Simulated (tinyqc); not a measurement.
Vacuum evaporation: vapour pressure, source flux, thickness distribution, purity and step coverage: one step, computed by the program tinyqc.

Molecular flow, unit sticking of the metal, no re-evaporation. The background gas is taken as water vapour (18.015 g/mol, collision diameter 0.37 nm) at 300 K.

Question. Scattering and purity. Mean free path lambda = k_B T_g/(sqrt2 pi d^2 p); unscattered share exp(-h/lambda); gas arrival p/sqrt(2 pi m_g k_B T_g); impurity ratio = sticking x gas arrival/metal arrival; monolayer time = 1e15 cm^-2/(sticking x gas arrival).

Inputs (values chosen for the exercise, modelled on copper, with constants for the liquid): source temperature T = 1560 K; source-to-wafer distance h = 59 cm; background pressure p = 4e-08 Pa; sticking of background gas = 0.7.

arrival rate at the centre = 1.578583e+15 1/(cm^2 s)

Constants: k_B = 1.380649e-23 J/K; u = 1.6605390666e-27 kg.

Give: mean free path; unscattered share; gas arrival rate; impurity ratio; monolayer time.

Answer.

mean free path = 1.702e+05 m

unscattered share = 1.0000

gas arrival rate = 1.434e+11 1/(cm^2 s)

impurity ratio = 6.357e-05

monolayer time = 9965 s
